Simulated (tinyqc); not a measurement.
MOSFET in saturation, small-signal circuit and noise: one step of the calculation.

Bias by the inversion coefficient IC = I/Ispec (charge-based model with velocity saturation; weak inversion below 0.1, strong above 10). Common-source circuit: gm, gds, Cgs, Cgd and Cj at the inner nodes, Rg in series with the gate; quasi-static, no source or drain resistance, no gate-body capacitance, no substrate network, no induced gate noise, so fmax is an upper estimate.

Question. Capacitances, gate resistance and cut-off frequencies. qs = [sqrt(1 + 4 IC) - 1]/2, Cgs = Cox W L qs (2 qs + 3)/(3 (qs + 1)^2) + Cov W, Cgd = Cov W, Cd = Cj W, Rg = Rsh (Wf/L)/(12 Nf) + Rc/W with Nf = W/Wf fingers (not rounded) contacted at both ends. fT = gm/(2 pi (Cgs + Cgd)), fmax = fT/(2 sqrt(Rg (gds + 2 pi fT Cgd))).

Inputs (values chosen for the exercise): gate length L = 350 nm; total gate width W = 10 um; gate capacitance Cox = 1.56 uF/cm^2; overlap and fringe capacitance per side Cov = 0.22 fF/um; drain junction capacitance Cj = 0.55 fF/um; sheet resistance of the gate Rsh = 8 ohm; finger width Wf = 1 um; gate contact and vertical resistance Rc = 300 ohm um; inversion coefficient IC = 0.098.

gm = 0.031392280 mS
gds = 4.3949193e-4 mS

Give: Cgs; Cgd; Cd; Rg; fT; fmax.

Answer.

Cgs = 6.580 fF
Cgd = 2.200 fF
Cd = 5.500 fF
Rg = 30.19 ohm
fT = 0.5690 GHz
fmax = 17.97 GHz

Overlap and fringe make up 50.1 % of the gate capacitance; fmax is 31.6 times fT.

Computed by the program tinyqc: `OMP_NUM_THREADS=1 python tinyqc.py 2150109 2150110 out.jsonl`, one thread of a shared Intel Xeon 2.30GHz, about 0.01 s for the whole run.
